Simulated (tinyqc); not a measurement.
The basis set: RHF and MP2 along a ladder of basis sets, for HeH+, spin multiplicity 1. Computed by the program tinyqc with PySCF. Same geometry throughout; the dipole is taken about the origin.

Geometry (angstrom):

| atom | x | y | z |
|---|---|---|---|
| He | 0.0000 | 0.0000 | 0.0000 |
| H | 0.0000 | 0.0000 | 0.7110 |

RHF and frozen-core MP2 in a ladder of bases:

| basis | functions | E(RHF) (hartree) | E(MP2 corr) (hartree) | HOMO (eV) | LUMO (eV) | dipole (debye) |
|---|---|---|---|---|---|---|
| sto-3g | 2 | -2.824727 | -0.007359 | -45.8202 | -3.3216 | 2.5643 |
| 6-31g | 4 | -2.907726 | -0.016745 | -45.7780 | -6.3235 | 2.3288 |
| 6-31g** | 10 | -2.922294 | -0.028488 | -45.8139 | -6.1316 | 2.2453 |
| cc-pvdz | 10 | -2.919898 | -0.028936 | -45.7843 | -6.1617 | 2.1795 |
| aug-cc-pvdz | 18 | -2.920964 | -0.029438 | -45.7907 | -6.7138 | 2.2139 |
| cc-pvtz | 28 | -2.929795 | -0.035889 | -45.8583 | -6.5418 | 2.2254 |

Estimate the missing row, basis = 3-21g.

Computed row:
```
basis  functions  E(RHF) (hartree)  E(MP2 corr) (hartree)  HOMO (eV)  LUMO (eV)  dipole (debye)
3-21g          4         -2.884286              -0.017925   -45.6687    -6.0170          2.3539
```

From cc-pVDZ to cc-pVTZ the RHF energy falls by 9.9 mhartree and the correlation energy by 7.0. If valence correlation converges as X^-3, (27 E(T) - 8 E(D))/19 gives -0.0388 hartree, a rough estimate from such small X that usually falls short; STO-3G holds about 19 % of it. Beyond STO-3G the LUMO moves by 0.7 eV and the HOMO by 0.2 eV.
